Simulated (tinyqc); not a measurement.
Inside a calculation. Model: heavy doping: band filling, gap narrowing, band tails and the effective intrinsic density. Computed by tinyqc, a small Python program that keeps every step. Command: `OMP_NUM_THREADS=1 python tinyqc.py 3001229 3001230 out.jsonl gapnarrow walk`. One thread of a shared host (Intel(R) Xeon(R) Processor @ 2.30GHz), about 0.02 s of CPU time with the checks. Intermediate numbers are printed to about 5 digits and carried at full precision; extremes and crossings named in words are read from the listed rows.

An n-type crystal above its Mott density, with all dopants ionised: n = N_D - N_A, ionised centres N_I = N_D + N_A. Valleys are taken as spherical with mass m_e.

Inputs (values chosen for the exercise, for a model semiconductor):
```
quantity                      value   unit
gap E_g                        2.77     eV
electron mass m_e             0.147    m_0
valleys M_c                       1      -
hole mass m_h                 0.775    m_0
dielectric constant eps         7.2      -
donor density N_D           1.9e+19  cm^-3
compensation ratio N_A/N_D        0      -
temperature T                   300      K
```

Conduction band: non-parabolic (Kane).

Constants: a_0 = 0.529177210903 angstrom; Ry = 13.605693123 eV; k_B = 8.617333262e-05 eV/K; hbar^2/(2 m_0) = 3.80998212 eV angstrom^2; e = 1.602176634e-19 C; eps_0 = 8.8541878128e-12 F/m; e^2/(4 pi eps_0) = 14.39964548 eV angstrom.

## Scales

n = N_D (1 - ratio); Ry* = Ry m_e/eps^2, a* = a_0 eps/m_e; r_s = (3/(4 pi n))^(1/3)/a*; k_F = (3 pi^2 n/M_c)^(1/3); Mott density (0.26/a*)^3.

n = 1.90e+19 cm^-3

Ry* = 38.581 meV

a* = 25.919 angstrom

r_s = 0.89695

k_F = 0.082551 1/angstrom

Mott density = 1.0094e+18 cm^-3

## Band filling

n = M_c (1/(2 pi^2)) (m_e/(hbar^2/2m_0))^(3/2) int sqrt(E (1 + aE)) (1 + 2 aE) f dE with a = (1 - m_e)^2/E_g, f = 1/(1 + exp((E - E_F)/k_B T)); trapezoid rule in t = sqrt(E/k_B T), step 0.02 up to 12; E_F by bisection from the band edge. At T = 0, E_F (1 + a E_F) = (hbar^2/2m_0) k_F^2/m_e; dn/dE_F uses f (1 - f)/k_B T in place of f.

E_F above the band edge = 165.07 meV

E_F at T = 0 = 169.11 meV

E_F/k_B T = 6.3851

dn/dE_F = 1.7191e+20 cm^-3/eV

## Screening, narrowing and potential fluctuations

Screening: q^2 = (e/(eps eps_0)) dn/dE_F. Exchange lowers the conduction band by (1/pi) k_F e^2/(4 pi eps_0 eps) (T = 0 Hartree-Fock at k_F, taken as a rigid shift). Screening raises the valence band by (q/2) e^2/(4 pi eps_0 eps) (static Coulomb hole). The narrowing is the sum; electron correlation and carrier-ion shifts are left out. Root-mean-square potential of randomly placed ions: V_rms = (e^2/(4 pi eps_0 eps)) sqrt(2 pi N_I/q).

screening length 1/q = 15.214 angstrom

exchange term = 52.553 meV

Coulomb-hole term = 65.728 meV

gap narrowing = 118.28 meV

V_rms = 85.232 meV

V_rms is 0.52 of the larger of E_F and k_B T, so band tails matter. Caution: the screening length is well below a*, where static Thomas-Fermi screening overstates the Coulomb hole.

## What optics and devices see

Absorption edge of a direct gap, from the valence band at k_F (T = 0 value) to the Fermi level: E_g - narrowing + E_F + (hbar^2/2m_0) k_F^2/m_h, k_F = (3 pi^2 n)^(1/3); the shift is the edge less E_g. n p/n_i^2 = exp(narrowing/k_B T) x (n/N) exp(-E_F/k_B T), N being the limit of n exp(-E_F/k_B T) far below the edge (taken at E_F = -12 k_B T); apparent narrowing = k_B T ln(n p/n_i^2).

shift of the absorption edge = 80.290 meV

absorption edge = 2.8503 eV

apparent narrowing = 19.716 meV

log10(n p/n_i^2) = 0.33122

Degeneracy takes back 98.6 meV of the 118.3 meV of narrowing, and the minority density stays above its ideal value n_i^2/n.

## Filling against narrowing

The compensation ratio is held; the absorption edge is given only for E_F above 2 k_B T.

Against carrier density (energies in meV):
```
n (cm^-3)     E_F  narrowing  apparent narrowing   V_rms  shift of the absorption edge
1.90e+18    18.53      60.25               48.70   36.49                             -
3.80e+18    47.50      75.57               52.97   46.15                             -
7.60e+18    86.26      92.50               49.05   59.60                         11.95
1.30e+19   127.43     106.98               36.25   73.38                         46.46
1.90e+19   165.07     118.28               19.72   85.23                         80.29
3.00e+19   222.94     133.45              -11.17  102.14                        134.91
4.80e+19   300.98     151.34              -59.18  122.98                        211.79
7.60e+19   400.53     171.57             -126.62  147.20                        313.39
```

Narrowing grows with exponent 0.27 between the last rows (exchange goes as n^(1/3), the Coulomb hole as n^(1/6) in a degenerate parabolic band) and E_F with 0.62 (2/3 for a parabolic band at T = 0, towards 1/3 in a Kane band). The apparent narrowing peaks at 53.0 meV near 3.8e18 cm^-3 and then falls, as E_F grows faster than the narrowing. In rows with E_F below 2 k_B T the T = 0 exchange term is overstated. Where V_rms is above half of E_F, band tails blur the edge by more than small net shifts. Filling outweighs narrowing at the absorption edge in every degenerate row (a net Burstein-Moss blue shift).

Checks made by the program: E_F at low temperature against the T = 0 value (relative difference 3e-04).
